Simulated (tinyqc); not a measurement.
Conductivity against oxygen pressure: defect equilibria of an oxide against oxygen pressure (mass action). Computed by tinyqc, a small Python program. Command: `OMP_NUM_THREADS=1 python tinyqc.py 3022796 3022797 out.jsonl brouwer walk`. One thread of a shared host (Intel(R) Xeon(R) Processor @ 2.30GHz), about 0.01 s of CPU time with the checks.

Defects: oxygen vacancies V (charge +2), electrons n, holes p, the ionic partner X = V_M'' (charge -2), and the dopant. Activities are taken equal to concentrations.

Inputs (values chosen for the exercise, for a model oxide):
```
quantity,value,unit
reduction enthalpy H_r,3.09,eV
prefactor K_r0,2.7e+71,cm^-9 atm^(1/2)
gap E_g,3.27,eV
prefactor N_c N_v,9.8e+42,cm^-6
disorder enthalpy H_s,4.21,eV
prefactor K_s0,8.8e+45,cm^-6
dopant density N_d,6.7e+18,cm^-3
temperature T,700,K
electron mobility mu_n,0.34,cm^2/(V s)
hole mobility mu_p,1.2,cm^2/(V s)
vacancy diffusion prefactor D_0,0.18,cm^2/s
vacancy migration energy E_m,1.2,eV
```

Ionic disorder: Schottky, oxide MO. Dopant (singly charged, fully ionised): acceptor.

Constants: k_B = 8.617333262e-05 eV/K; e = 1.602176634e-19 C.

Method:
- K_r = K_r0 exp(-H_r/k_B T) = [V] n^2 P^(1/2); K_i = N_c N_v exp(-E_g/k_B T) = n p; K_s = K_s0 exp(-H_s/k_B T) = [X] [V].
- Neutrality: 2 [V] + p = n + 2 [X] + N_d. With n as the unknown, [V] = K_r/(n^2 P^(1/2)), p = K_i/n, [X] = K_s/[V]; the log ratio is ln(positive/negative).
- The root is found by 60 bisections in ln n between n = 1e-10 and 1e25 cm^-3.
- sigma_n = e n mu_n, sigma_p = e p mu_p, sigma_ion = 2 e [V] mu_V with mu_V = 2 e D/(k_B T) and D = D_0 exp(-E_m/k_B T); only the oxygen vacancies carry ionic current, and the ionic transport number is sigma_ion over the total.

K_r = 1.52877e+49 cm^-9 atm^(1/2)

K_i = 2.80713e+19 cm^-6

K_s = 4.30345e+15 cm^-6

Log10 of the conductivities in S/cm:
```
log10 P (atm),n-type,p-type,ionic,total,ionic transport number
-28,1.8973,-20.429,-5.4960,1.8973,4.0433e-08
-24,1.2282,-19.760,-6.1578,1.2282,4.1115e-08
-20,0.5505,-19.082,-6.8023,0.5505,4.4382e-08
-16,-0.1638,-18.368,-7.3737,-0.1638,6.1665e-08
-12,-0.9880,-17.544,-7.7252,-0.9880,1.8315e-07
-8,-1.9409,-16.591,-7.8196,-1.9409,1.3222e-06
-4,-2.9349,-15.597,-7.8316,-2.9348,1.2683e-05
0,-3.9342,-14.597,-7.8329,-3.9342,1.2627e-04
```

The ionic transport number stays at or below about 1.3e-4: no electrolytic window. The total has no minimum inside this range.

Extremes, crossings and ranges named in words are read from the listed rows.
